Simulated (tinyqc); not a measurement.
Comparisons within one model: strained quantum well: band edges, subbands and transparency. A value that a table varies takes the place of the one given here.

Growth on (001), barriers unstrained: tr(e) = e (2 - nu2), Z = b e (1 + nu2); Ec = Ev + Eg + ac tr(e), E_HH = Ev + av tr(e) + Z, E_LH = Ev + av tr(e) - Z (coupling to the split-off band left out).

Masses along z: me, 1/(g1 - 2 g2) for HH, 1/(g1 + 2 g2) for LH, likewise in the barrier; in the plane me, 1/(g1 + g2) for HH and 1/(g1 - g2) for LH (no mixing, which understates the hole masses away from k = 0). Level n solves k L + 2 atan[(k/m)/(kappa/mb)] = n pi, k = sqrt(m E/c), kappa = sqrt(mb (V - E)/c), c = hbar^2/2m0.

Transparency (Bernard-Duraffourg): Fc - Fv equals the lowest transition energy with n = p, n = sum m/(2 pi c) kB T ln(1 + exp((Fc - E)/kB T)) and p likewise over the listed subbands; c = hbar^2/2m0, 1/angstrom^2 = 1e16/cm^2.

Constants: hbar^2/2m0 = 3.80998211 eV angstrom^2; kB = 8.617333262e-05 eV/K; hc = 1239.841984 eV nm.

Parameters, chosen for this exercise (near those of an InGaAs/InP well; shifted at random, so the results belong to these values and not to a real crystal):
- nu2 = 0.979 (2 C12/C11)
- Eg = 0.86 eV (unstrained gap of the well)
- Ev = -0.622 eV (its valence edge)
- ac = -6.31 eV
- av = 1.09 eV (Ev moves by av tr(e))
- b = -1.92 eV (shear potential)
- Egb = 1.348 eV (gap of the barrier)
- Evb = -0.94 eV (its valence edge)
- L = 46 angstrom (well width)
- me = 0.048 m0 (electron mass)
- g1 = 12.32 (gamma1)
- g2 = 4.7 (gamma2)
- meb = 0.08 m0
- g1b = 5.08
- g2b = 1.6
- T = 350 K (temperature)
- es = (-0.02, -0.014, -0.008, -0.003, 0, 0.003, 0.007, 0.012) (strains)
- e = 0.0088 (strain in the plane)
- Ls = (25, 35, 50, 65, 85, 110, 150) angstrom (widths)

## Strain as a design knob

Only the strain is changed; the unstrained gap and the masses are kept.

Results:
```
e (%)  wavelength (nm)  top hole  hh1 - lh1 (meV)  n_tr (1e12/cm^2)  share in top
-2.0              1245       hh1              198             0.478          0.94
-1.4              1251       hh1              158             0.481          0.92
-0.8              1263       hh1              117             0.491          0.89
-0.3              1275       hh1               83             0.516          0.80
0.0               1284       hh1               62             0.547          0.70
0.3               1293       hh1               42             0.597          0.58
0.7               1306       hh1               14             0.705          0.39
1.2               1353       lh1              -20             0.735          0.79
```

n_tr is largest at e = +1.2 % (0.74), where hh1 - lh1 = -20 meV and the top subband holds 79 % of the holes, and smallest, 0.48, at -2.0 and -1.4 %. The top hole level turns from hh to lh, and the light from TE to TM, between +0.7 and +1.2 %. The wavelength runs from 1245 to 1353 nm.

## Width of the well

All levels anew.

Results:
```
L (angstrom)  wavelength (nm)  top hole  hh1 - lh1 (meV)  n_tr (1e12/cm^2)  share in top  n_tr/L (1e18/cm^3)
25                       1194       hh1               39             0.597          0.58                2.39
35                       1261       hh1               19             0.678          0.43                1.94
50                       1332       lh1               -3             0.776          0.69                1.55
65                       1397       lh1              -18             0.754          0.76                1.16
85                       1456       lh1              -31             0.747          0.79                0.88
110                      1504       lh1              -41             0.770          0.79                0.70
150                      1548       lh1              -50             0.857          0.74                0.57
```

The wavelength tunes by 354 nm. The sheet density at transparency changes from 0.60 to 0.86, the top hole subband holding 0.58 and 0.74 of the holes at the ends, while the volume density falls by a factor 4.2. Critical thickness and carrier escape are left out.

## What each parameter does

Edge wavelength, hh1 - lh1 and n_tr. Each row changes one parameter from the base and keeps the others.

Results:
```
case             wavelength (nm)  hh1 - lh1 (meV)  n_tr (1e12/cm^2)
base                      1312.3              1.9             0.771
L = 56 angstrom           1360.6             -9.8             0.763
e = 0.0068                1305.4             15.7             0.698
Eg = 0.84 eV              1335.0              1.9             0.771
b = -2.21 eV              1315.8             -7.5             0.763
ac = -5.68 eV             1306.1              1.9             0.771
me = 0.0528 m0            1314.4              1.9             0.817
g1 = 13.06                1308.8             -0.9             0.754
T = 390 K                 1312.3              1.9             0.863
```

The largest shifts from the base row, up to three for each result and ties (the steps differ in size, so this ranks the rows, not the parameters). wavelength (nm): L +48.3, Eg +22.7, e -6.9; unchanged at the printed digits by T. hh1 - lh1 (meV): e +13.8, L -11.7, b -9.3; unchanged at the printed digits by Eg, ac, me and T. n_tr (1e12/cm^2): T +0.092, e -0.073, me +0.045; unchanged at the printed digits by Eg and ac.

Run: tinyqc, `OMP_NUM_THREADS=1 python tinyqc.py 1251812 1251813 out.jsonl`; Intel(R) Xeon(R) Processor @ 2.30GHz, one thread, shared host; about 0.01 s of CPU time with all checks.
